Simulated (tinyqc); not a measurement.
# Pressure-driven transition between two phases with analytic equations of state, step by step

A worked calculation. Computed by tinyqc, a small Python program that keeps every step. Command: `OMP_NUM_THREADS=1 python tinyqc.py 3014725 3014726 out.jsonl transition walk`. One thread of a shared host (Intel(R) Xeon(R) Processor @ 2.30GHz), about 0.05 s of CPU time with the checks. Intermediate numbers are printed to about 5 digits and carried at full precision; extremes and crossings named in words are read from the listed rows.

Each phase obeys E = E0 + (B0 V/B') [(V0/V)^B'/(B' - 1) + 1] - B0 V0/(B' - 1), P = (B0/B') [(V0/V)^B' - 1]; E0 = 0 for phase 1 and Delta E0 for phase 2. H = E + P V.

Inputs (values chosen for the exercise, for two model phases):
```
quantity                                   value             unit
volume V0 of phase 1                        12.2  angstrom^3/atom
B0 of phase 1                                245              GPa
B' of phase 1                               4.68                -
volume V0 of phase 2                        10.6  angstrom^3/atom
B0 of phase 2                                314              GPa
B' of phase 2                               3.95                -
energy of phase 2 above phase 1, Delta E0   0.15          eV/atom
entropy of phase 2 less phase 1, Delta S    0.27         k_B/atom
temperature T                                900                K
```

Equation of state: Murnaghan.

Constants: 1 eV/angstrom^3 = 160.2176634 GPa; k_B = 8.617333262e-05 eV/K.

## First estimate from rigid phases

If neither phase were compressed, P = Delta E0/(V0 of phase 1 - V0 of phase 2).

rigid estimate = 15.020 GPa

## One Newton step

At the estimate, solve P(V) = P for each phase, form H, and step P(new) = P - (H_2 - H_1)/(V_2 - V_1), since dH/dP = V.

V_1 = 11.560 angstrom^3

H_1 = 1.1122 eV

V_2 = 10.146 angstrom^3

H_2 = 1.1217 eV

next pressure = 16.093 GPa

## Transition pressure at zero temperature

Start from P = Delta E0/(V0 of phase 1 - V0 of phase 2); at each P solve P(V) = P for both phases and step P(new) = P - (H_2 - H_1)/(V_2 - V_1); stop when |H_2 - H_1| < 1e-10 eV. At the zero-temperature transition the volume change is V_2/V_1 - 1 and the work is P (V_1 - V_2).

Iterations:
```
step  P (GPa)  V_1 (angstrom^3)  V_2 (angstrom^3)  H_2 - H_1 (meV)
0      15.020            11.560            10.146       9.4672e+00
1      16.093            11.521            10.117       3.3678e-02
2      16.097            11.521            10.117       4.2267e-07
3      16.097            11.521            10.117                0
```

transition pressure = 16.097 GPa

V_1 at the transition = 11.521 angstrom^3

V_2 at the transition = 10.117 angstrom^3

volume change = -12.188 %

work P (V_1 - V_2) = 0.14108 eV/atom

The rigid estimate is low by 6.7 %: phase 1 shrinks faster than phase 2, so the volume gain narrows under pressure.

## Enthalpies against pressure

For each P solve P(V) = P in both phases.

Both phases:
```
P (GPa)  V_1 (angstrom^3)  V_2 (angstrom^3)  H_2 - H_1 (meV/atom)   stable
0                  12.200            10.600                150.00  phase 1
4                  12.010            10.469                110.82  phase 1
8                  11.835            10.346                 73.01  phase 1
12                 11.674            10.229                 36.41  phase 1
15                 11.561            10.146                  9.65  phase 1
17                 11.489            10.092                 -7.89  phase 2
21                 11.352             9.989                -42.32  phase 2
26                 11.193             9.867                -84.25  phase 2
```

H_2 - H_1 changes with slope V_2 - V_1, from -1.600 to -1.326 angstrom^3 per atom over the table, and passes zero at 16.10 GPa. An error of 10 meV per atom in Delta E0 moves the transition by about 1.14 GPa.

## Shift with temperature

At T the condition is H_2 - H_1 - T Delta S = 0, with Delta S constant and thermal expansion left out; the Clausius-Clapeyron slope is dP/dT = Delta S/(V_2 - V_1) at the zero-temperature point.

Clapeyron slope = -2.6547 MPa/K

transition pressure at T = 13.726 GPa

linear estimate at T = 13.708 GPa

The dense phase has the higher entropy, so heating lowers the transition pressure. Caution: a constant Delta S holds only at high temperature; it vanishes as T goes to 0, so the shift counted from T = 0 is somewhat too large.

Checks made by the program: slope of the common tangent, -(E_2 - E_1)/(V_2 - V_1) (relative difference below 1e-10).
